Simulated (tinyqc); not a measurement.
CMOS latch-up, two-transistor model: two steps of the calculation.

A parasitic pnp (emitter at Vdd, base shunted by Rw) and npn (emitter at ground, base shunted by Rs) feed each other: the npn collector current flows out of the pnp base node, the pnp collector current into the npn base node. Forward-active transistors with constant gains: Icn = Isn exp(Vn/Vt), Icp = Isp (exp(Vp/Vt) - 1). A current Ii is injected into the npn base node.

Parameters, values chosen for the exercise; values close to those of bulk CMOS: temperature T = 293 K; current gain of the npn bn = 6.5; current gain of the pnp bp = 5; saturation current of the npn at T Isn = 2.1e-15 A; saturation current of the pnp at T Isp = 8.6e-17 A; substrate resistance shunting the npn Rs = 52 ohm; well resistance shunting the pnp Rw = 220 ohm; resistance from the pnp collector to the npn base R2 = 150 ohm; base-emitter voltage in the on state Von = 0.74 V; saturation voltage Vsat = 0.17 V; supply voltage Vdd = 3.3 V; current injected into the substrate Ii = 13.4 mA.

Constants: q = 1.602176634e-19 C, kB = 1.380649e-23 J/K, Vt = kB T/q. Results are converted to the units shown.

Question 1. Holding current and voltage. On state with both base-emitter voltages at Von: npn base current Ib = (Von/Rs + bp Von/Rw)/(bn bp - 1), holding current Ih = (bn + 1) Ib + Von/Rs, holding voltage Vh = Vsat + Von + R2 (Ib + Von/Rs).

Wanted: bn bp; Ib; Ih; Vh.

Answer 1.

bn bp = 32.50
Ib = 0.9857 mA
Ih = 21.62 mA
Vh = 3.192 V

Vh is below Vdd = 3.3 V, so the supply can sustain a latched state.

Question 2. Response to the injected current, once round the loop per iteration. Icn = Isn exp(Vn/Vt); Vp solves Vp/Rw + Icp/bp = Icn; Vn(new) solves Vn/Rs + (Isn/bn) exp(Vn/Vt) = Icp + Ii.

Vn at the start = 0.56 V

Give: Icn; Vp; Icp; Vn after iteration 1.

Answer 2.

Icn = 0.009007 mA
Vp = 0.001981 V
Icp = 7.021e-15 mA
Vn after iteration 1 = 0.6861 V

Program tinyqc, `OMP_NUM_THREADS=1 python tinyqc.py 2670030 2670031 out.jsonl`; Intel Xeon 2.30GHz, shared host, one thread, about 0.04 s.
